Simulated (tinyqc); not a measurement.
Concentration-dependent dopant diffusion with charged defects and the built-in field. From one set of inputs to another, one input at a time. Computed by tinyqc, a small Python program. Command: `OMP_NUM_THREADS=1 python tinyqc.py 3008226 3008227 out.jsonl extrinsic ladder`. One thread of a shared host (Intel(R) Xeon(R) Processor @ 2.30GHz), about 0.6 s of CPU time with the checks.

A constant source C_s feeds a half space. The dopant moves through neutral point defects and through charged ones, whose number grows with the majority carrier density n.

The inputs printed are set A. Inputs not listed in the table keep their values of set A, so the rows need not describe a real material.

Inputs (values chosen for the exercise, modelled on phosphorus in silicon):
```
quantity                        value    unit
neutral prefactor D0x            3.91  cm^2/s
neutral activation energy E0     3.67      eV
singly charged prefactor D01     4.07  cm^2/s
activation energy E1             4.01      eV
doubly charged prefactor D02     48.1  cm^2/s
activation energy E2             4.36      eV
surface concentration C_s     3.7e+18  1/cm^3
junction level C_B            3.9e+15  1/cm^3
temperature T                    1100       C
time t                            160       s
```

Field enhancement: on.

Constants: k_B = 8.617333262e-05 eV/K.

Method:
- n_i = 3.87e16 T^1.5 exp(-7014/T) per cm^3 (T in kelvin, an empirical form); each D = prefactor x exp(-E/(k_B T)); the intrinsic diffusivity D_i is their sum.
- Temperatures in kelvin are T(C) + 273.15.
- n = C/2 + sqrt(C^2/4 + n_i^2); D(C) = h [Dx + D1 (n/n_i) + D2 (n/n_i)^2], h = 1 + C/sqrt(C^2 + 4 n_i^2).
- With y = x/sqrt(D_s t), u = C/C_s and q = -(D/D_s) du/dy: du/dy = -q D_s/D, dq/dy = -(y/2) q D_s/D, u(0) = 1. The surface flux q(0) is shot so that u tends to 0 (LSODA, an adaptive multistep solver, relative tolerance 1e-10). Dose Q = 2 q(0) C_s sqrt(D_s t).
- The junction lies where C = C_B.

Each row keeps all changes above it:
```
input moved                                                                from          to  junction depth x_j (nm)  enhancement D_s/D_i  junction in units of sqrt(D_s t)
set A                                                                         -           -                   225.98               1.1776                            4.3211
neutral prefactor D0x (cm^2/s)                                             3.91        3.85                   224.40               1.1780                            4.3206
temperature T (C)                                                          1100         900                    15.94               1.4811                            3.9350
surface concentration C_s (1/cm^3)                                      3.7e+18     2.3e+18                    15.12               1.3082                            3.9711
singly charged prefactor D01 (cm^2/s) and activation energy E1 (eV)  4.07, 4.01  4.02, 3.98                    15.21               1.3127                            3.9653
time t (s)                                                                  160          59                     9.24               1.3127                            3.9653
junction level C_B (1/cm^3)                                             3.9e+15     3.2e+15                     9.40               1.3127                            4.0349
```

Which inputs carry the difference?

Junction depth x_j goes from 226 to 9.40, a factor 0.0416 in all. The largest single move comes from temperature T (a factor 0.0711). Enhancement D_s/D_i goes from 1.18 to 1.31, a factor 1.11 in all. The largest single move comes from temperature T (a factor 1.26), and surface concentration C_s works against it (a factor 0.883). Junction in units of sqrt(D_s t) goes from 4.32 to 4.03, a factor 0.934 in all. The largest single move comes from temperature T (a factor 0.911), and junction level C_B works against it (a factor 1.018). The single moves hold for this order of the switches; the total does not depend on the order.

Extremes, crossings and ranges named in words are read from the listed rows.
